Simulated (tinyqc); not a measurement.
From one set of inputs to another, one input at a time: concentration-dependent dopant diffusion with charged defects and the built-in field. Computed by tinyqc, a small Python program. Command: `OMP_NUM_THREADS=1 python tinyqc.py 3017725 3017726 out.jsonl extrinsic ladder`. One thread of a shared host (Intel(R) Xeon(R) Processor @ 2.30GHz), about 0.5 s of CPU time with the checks.

A constant source C_s feeds a half space. The dopant moves through neutral point defects and through charged ones, whose number grows with the majority carrier density n.

The inputs printed are set A. Set A is modelled on arsenic in silicon; the values taken over come from a set modelled on antimony in silicon. Inputs not listed in the table keep their values of set A, so the rows need not describe a real material.

Inputs (values chosen for the exercise, modelled on arsenic in silicon):

| quantity | value | unit |
|---|---|---|
| neutral prefactor D0x | 0.0109 | cm^2/s |
| neutral activation energy E0 | 3.43 | eV |
| singly charged prefactor D01 | 27.6 | cm^2/s |
| activation energy E1 | 4.14 | eV |
| surface concentration C_s | 6e+18 | 1/cm^3 |
| junction level C_B | 2.9e+15 | 1/cm^3 |
| temperature T | 1125 | C |
| time t | 370 | s |

Field enhancement: off.

Constants: k_B = 8.617333262e-05 eV/K.

Method:
- n_i = 3.87e16 T^1.5 exp(-7014/T) per cm^3 (T in kelvin, an empirical form); each D = prefactor x exp(-E/(k_B T)); the intrinsic diffusivity D_i is their sum.
- Temperatures in kelvin are T(C) + 273.15.
- n = C/2 + sqrt(C^2/4 + n_i^2); D(C) = h [Dx + D1 (n/n_i)], h = 1.
- With y = x/sqrt(D_s t), u = C/C_s and q = -(D/D_s) du/dy: du/dy = -q D_s/D, dq/dy = -(y/2) q D_s/D, u(0) = 1. The surface flux q(0) is shot so that u tends to 0 (LSODA, an adaptive multistep solver, relative tolerance 1e-10). Dose Q = 2 q(0) C_s sqrt(D_s t).
- The junction lies where C = C_B.

Each row keeps all changes above it:

| input moved | from | to | junction depth x_j (nm) | dose Q (1/cm^2) | enhancement D_s/D_i |
|---|---|---|---|---|---|
| set A | - | - | 186.60 | 2.6921e+13 | 1.2174 |
| temperature T (C) | 1125 | 1000 | 36.55 | 5.4706e+12 | 1.4035 |
| surface concentration C_s (1/cm^3) | 6e+18 | 2.8e+18 | 33.98 | 2.4069e+12 | 1.1719 |
| time t (s) | 370 | 6200 | 139.10 | 9.8525e+12 | 1.1719 |
| neutral prefactor D0x (cm^2/s) and neutral activation energy E0 (eV) | 0.0109, 3.43 | 0.185, 3.64 | 158.52 | 1.1130e+13 | 1.1317 |
| singly charged prefactor D01 (cm^2/s) and activation energy E1 (eV) | 27.6, 4.14 | 14.2, 4.08 | 153.00 | 1.0728e+13 | 1.1256 |
| junction level C_B (1/cm^3) | 2.9e+15 | 5.5e+15 | 144.50 | 1.0728e+13 | 1.1256 |

Where does the difference come from?

Junction depth x_j goes from 187 to 145, a factor 0.774 in all. The largest single move comes from temperature T (a factor 0.196), and time t works against it (a factor 4.09). Dose Q goes from 2.69e13 to 1.07e13, a factor 0.398 in all. The largest single move comes from temperature T (a factor 0.203), and time t works against it (a factor 4.09). Enhancement D_s/D_i goes from 1.22 to 1.13, a factor 0.925 in all. The largest single move comes from surface concentration C_s (a factor 0.835), and temperature T works against it (a factor 1.15). The single moves hold for this order of the switches; the total does not depend on the order.

Extremes, crossings and ranges named in words are read from the listed rows.
